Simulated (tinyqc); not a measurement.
Changing the band mass m*: Froehlich polaron in a polar crystal. Computed by tinyqc, a small Python program. Command: `OMP_NUM_THREADS=1 python tinyqc.py 3008565 3008566 out.jsonl frohlich sweep`. One thread of a shared host (Intel(R) Xeon(R) Processor @ 2.30GHz), about 0.08 s of CPU time with the checks.

One electron in a parabolic band of mass m*, coupled to dispersionless LO phonons in the continuum model. Energies are in units of hbar omega unless marked, wave numbers in k_0 = sqrt(2 m* omega/hbar).

Inputs (values chosen for the exercise, for a model crystal):

| quantity | value | unit |
|---|---|---|
| LO phonon energy hbar omega | 80.8 | meV |
| eps_inf | 8.29 | - |
| static dielectric constant eps_s | 41.4 | - |
| electron wave number k/k_0 | 0.12 | - |

Constants: hbar^2/(2 m_0) = 3.80998212 eV angstrom^2; e^2/(4 pi eps_0) = 14.39964548 eV angstrom.

Method:
- 1/eps* = 1/eps_inf - 1/eps_s; k_0 = sqrt(2 m* omega/hbar) = sqrt(m* hbar omega / (hbar^2/(2 m_0))) with m* in m_0; alpha = (e^2/(4 pi eps_0)) k_0/(2 eps* hbar omega); polaron length 1/k_0.
- At T = 0 and k < k_0: E(k) = (k/k_0)^2 - alpha arcsin(k/k_0)/(k/k_0); so E(0) = -alpha, 1/m_p = (1 - alpha/6)/m*, and the mean number of phonons in the cloud at k = 0 is alpha/2. The Lee-Low-Pines variational state gives the same E(0) and m_p = m* (1 + alpha/6).
- Feynman's bound: E(v, w) = 3 (v - w)^2/(4 v) - (alpha v/sqrt(pi)) int_0^infinity e^-u D(u)^(-1/2) du, D = w^2 u + ((v^2 - w^2)/v)(1 - e^(-v u)); integrals by 80 Gauss-Legendre points in s from 0 to 1 with u = 40 s^2.
- Minimise over v > w > 0 (simplex search); mass m_p/m* = 1 + (alpha v^3/(3 sqrt(pi))) int u^2 e^-u D^(-3/2) du.

One run for each value:

| band mass m* (m_0) | coupling constant alpha | polaron energy, Feynman (meV) | m_p/m*, Feynman | m_p/m*, Lee-Low-Pines | polaron length 1/k_0 (angstrom) |
|---|---|---|---|---|---|
| 0.040 | 0.2504 | -20.29 | 1.043 | 1.0417 | 34.334 |
| 0.073 | 0.3382 | -27.45 | 1.059 | 1.0564 | 25.415 |
| 0.130 | 0.4514 | -36.68 | 1.081 | 1.0752 | 19.045 |
| 0.240 | 0.6133 | -49.94 | 1.112 | 1.1022 | 14.017 |
| 0.450 | 0.8398 | -68.59 | 1.160 | 1.1400 | 10.236 |
| 0.820 | 1.1336 | -92.96 | 1.227 | 1.1889 | 7.583 |
| 1.500 | 1.5332 | -126.44 | 1.330 | 1.2555 | 5.607 |
| 2.700 | 2.0570 | -170.96 | 1.491 | 1.3428 | 4.179 |
| 5.000 | 2.7993 | -235.43 | 1.789 | 1.4665 | 3.071 |

Over the rows, coupling constant alpha rises from 0.250 to 2.80 (exponent d ln y / d ln x about 0.50 throughout); polaron energy, Feynman (meV) falls from -20.3 to -235 (exponent d ln y / d ln x about 0.51 throughout); m_p/m*, Feynman rises from 1.04 to 1.79 (exponent d ln y / d ln x 0.025 between the first rows and 0.30 between the last). The exponent of coupling constant alpha stays at 0.50: alpha goes as sqrt(m*). The exponent of polaron length 1/k_0 stays at -0.50: the length goes as m*^(-1/2). A heavy electron is slow enough for the ions to follow. The Feynman mass is 1.001 times the Lee-Low-Pines one in the first row and 1.22 in the last (alpha = 2.8); the energy starts as -alpha hbar omega and gains an alpha^2 term.

Caution (rows 2.70, 5.00): for these m* and hbar omega the length 1/k_0 is under 5 angstrom, near a lattice spacing, where the continuum model loses its footing.
